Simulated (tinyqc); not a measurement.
Inside a calculation. Method: Hubbard chain of 2 sites. One step of it, computed by the program tinyqc.

Question. The many-body Hamiltonian. Basis: all placements (u, d, 2, 0 on each site), up operators ordered before down ones; hops carry the sign of the same-spin electrons passed.

one-body matrix (hopping and site energies) (eV):
```
           1          2
1   0.000000  -1.990000
2  -1.990000   0.000000
```

U = 3.300000 eV

electrons, up and down: 1  1

Give: H.

Answer.

H (eV), lower triangle:
```
         20       ud       du      02
20   3.3000
ud  -1.9900   0.0000
du  -1.9900   0.0000   0.0000
02   0.0000  -1.9900  -1.9900  3.3000
```
